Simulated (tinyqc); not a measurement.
Worked calculation: physical sputtering: collision-cascade yield, angular dependence, faceting and resputtering in deposition. Computed by tinyqc, a small Python program that keeps every step. Command: `OMP_NUM_THREADS=1 python tinyqc.py 3014858 3014859 out.jsonl sputter walk`. One thread of a shared host (Intel(R) Xeon(R) Processor @ 2.30GHz), about 0.01 s of CPU time with the checks. Intermediate numbers are printed to about 7 digits and carried at full precision; extremes and crossings named in words are read from the listed rows.

Ions start collision cascades; atoms that reach the surface with more than U leave. The target is amorphous or fine-grained.

Inputs (values chosen for the exercise, modelled on argon ions on silicon):
```
quantity                                                  value     unit
ion Z1                                                       18        -
ion mass M1                                               39.95        u
target Z2                                                    14        -
target mass M2                                            28.09        u
surface binding energy U                                   4.63       eV
target density N                                           49.9   1/nm^3
fit factor Q                                               0.67        -
ion energy E                                                120       eV
current density J                                          0.23  mA/cm^2
angular exponent f                                          1.6        -
angle of the largest yield                                   59  degrees
angle of incidence                                           70  degrees
deposition rate over sputter rate on a flat surface, D/S    5.2        -
```

Constants: e = 1.602176634e-19 C.

## Yield at normal incidence

gamma = 4 M1 M2/(M1 + M2)^2; threshold E_th = 6.7 U/gamma for M1 >= M2, else U (1 + 5.7 M1/M2)/gamma. eps = 0.03255 M2 E/(Z1 Z2 (M1 + M2) z), z = (Z1^(2/3) + Z2^(2/3))^(1/2), E in eV; s_n = 3.441 sqrt(eps) ln(eps + 2.718)/(1 + 6.355 sqrt(eps) + eps (6.882 sqrt(eps) - 1.708)); S_n = 84.78 Z1 Z2 M1 s_n/((M1 + M2) z) in eV angstrom^2; alpha = 0.249 (M2/M1)^0.56 + 0.0035 (M2/M1)^1.5 for M1 <= M2, else 0.0875 (M2/M1)^(-0.15) + 0.165 M2/M1; Y0 = 0.042 Q alpha S_n/U [1 - sqrt(E_th/E)]^2.5 (the electronic-loss factor of the full formula is dropped). Erosion rate = Y0 J/(e N); 1 cm^2 = 1e14 nm^2.

energy transfer factor gamma = 0.9696163

threshold E_th = 31.99307 eV

reduced energy eps = 0.001797255

nuclear stopping S_n = 405.9166 eV angstrom^2

alpha = 0.2082634

yield Y0 = 0.08358708 atoms per ion

erosion rate = 1.442804 nm/min

The threshold factor is 0.163; the energy cost is 1440 eV per removed atom, 310 times U. Caution: within a few times the threshold, cascades are short and these fits are rough.

## Oblique incidence

Angular law: Y/Y0 = t^f exp(-f cos(a_opt)(t - 1)), t = 1/cos(angle), largest at a_opt. A plane tilted by the angle recedes along the beam at a speed proportional to Y(angle), and along its own normal as Y cos(angle).

Y/Y0 at the angle = 1.140293

yield at the angle = 0.09531374 atoms per ion

normal speed relative to a flat surface = 0.3900031

largest Y/Y0 = 1.330672

## Deposition with resputtering

With a directional flux, net growth along the beam is D - S Y(angle)/Y0. Slopes where Y/Y0 exceeds D/S are etched: solve Y/Y0 = D/S below a_opt, if the largest Y/Y0 exceeds D/S. The normal speed is largest where f (1 - cos(a_opt)/cos(angle)) = 1, cos(angle) = f cos(a_opt)/(f - 1), or at angle 0 if this exceeds 1.

Angle of zero net growth: none: every slope grows

angle of the largest normal speed = 0 degrees

Deposition outweighs sputtering at every angle, so no slope is cut back.

## Yield over energy

The formulas are those given above.

Normal incidence:
```
E (eV)           eps  S_n (eV angstrom^2)        Y0  Y0 per keV
50      7.488562e-04              282.933  0.006413   0.1282669
100     1.497712e-03              377.386  0.059403   0.5940271
200     2.995425e-03              494.244  0.174483   0.8724169
300     4.493137e-03              573.012  0.269937   0.8997889
500     7.488562e-03              682.331  0.416599   0.8331982
1000    1.497712e-02              845.248  0.653695   0.6536952
2000    2.995425e-02             1017.561  0.918548   0.4592740
5000    7.488562e-02             1238.070  1.272275   0.2544551
10000   1.497712e-01             1372.089  1.501486   0.1501486
30000   4.493137e-01             1427.056  1.662451   0.0554150
100000  1.497712e+00             1133.481  1.371432   0.0137143
```

The yield per keV peaks at 300 eV among these rows, 9 times the threshold, the most economical range for removing atoms. Y0 varies as E^3.21 between the first rows and as E^-0.16 at the end; it peaks near 30000 eV, close to the broad maximum of nuclear stopping. Caution: the electronic-loss factor, dropped here, would lower the yields at the highest energies slightly.

Checks made by the program: position of the angular maximum (relative difference below 1e-10).
